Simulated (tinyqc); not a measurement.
Conduction-band offset of an n-N heterojunction from carrier-profile moments: two steps of the calculation.

Layer 1 (x < 0) accumulates electrons and layer 2 (x > 0) is depleted. Boltzmann statistics. The bands bend down by V1 in layer 1 and up by V2 in layer 2, with V1 + V2 = VD = dE + Vt ln[(N2/Nc2)/(N1/Nc1)].

Parameters, values chosen for the exercise; values of the order of III-V alloys: temperature T = 300 K; relative permittivity of both layers eps_r = 13.2; density of states of the narrow-gap layer 1 Nc1 = 4.8e17 cm^-3; density of states of the wide-gap layer 2 Nc2 = 8.9e17 cm^-3; conduction-band offset dE = 0.17 eV; donor density in layer 1 N1 = 2.2e16 cm^-3; donor density in layer 2 N2 = 8.5e16 cm^-3; fixed charge at the interface si = 0 cm^-2.

Constants: q = 1.602176634e-19 C, kB = 1.380649e-23 J/K, Vt = kB T/q, eps0 = 8.8541878128e-14 F/cm where lengths are in cm. Results are converted to the units shown.

Question 1. Division of the diffusion potential. Sheet densities from the first integral: Q1 = sqrt((2 eps0 eps_r Vt N1/q)(exp(u1) - u1 - 1)) extra electrons, Q2 = sqrt((2 eps0 eps_r Vt N2/q)(exp(-u2) + u2 - 1)) missing ones, u = V/Vt; neutrality Q1 = Q2 + si. Q1 - Q2 rises steadily with V1, so V1 follows by bisection.

Wanted: VD; V1; V2; Q1; n at x = 0-; n at x = 0+.

Answer 1.

VD = 0.18898 V
V1 = 0.073646 V
V2 = 0.11533 V
Q1 = 3.3367e11 cm^-2
n at x = 0- = 3.7986e17 cm^-3
n at x = 0+ = 9.8153e14 cm^-3

n drops across the interface by 387 = (Nc1/Nc2) exp(dE/Vt).

Question 2. Offset from the moments. A C-V profile smears n(x) but keeps its zeroth and first moments: si = -int (N - n) dx, VD = (q/(eps0 eps_r)) int (N - n) x dx, dE = VD - Vt ln[(N2/Nc2)/(N1/Nc1)]. Use the trapezoidal rule on each side.

```
left point  -x (nm)  n in layer 1 (cm^-3)
0                 0            3.79865e17
1             0.677            3.38391e17
2               4.1            2.08940e17
3              11.8            1.02789e17
4              24.9            5.32583e16
5              44.5            3.34489e16
6              71.4            2.58203e16
7               107            2.30489e16
8               151            2.22278e16
9               205            2.20358e16
```

```
right point  x (nm)  n in layer 2 (cm^-3)
0                 0            9.81529e14
1              8.25            3.63512e15
2              20.3            1.46319e16
3              34.4            3.81904e16
4                50            6.26658e16
5              66.8            7.67521e16
6              84.7            8.24009e16
7               104            8.42779e16
8               123            8.47975e16
9               144            8.49505e16
```

Find: si; VD; dE.

Answer 2.

si = 2.4086e10 cm^-2
VD = 0.18811 V
dE = 0.16913 eV

On these few points dE comes out -0.87 meV from the true 0.17 eV, and si misses by 2.4e10 cm^-2, 7.2 % of Q1.

Computed by the program tinyqc: `OMP_NUM_THREADS=1 python tinyqc.py 2410087 2410088 out.jsonl`, one thread of a shared Intel Xeon 2.30GHz, about 0.1 s for the whole run.
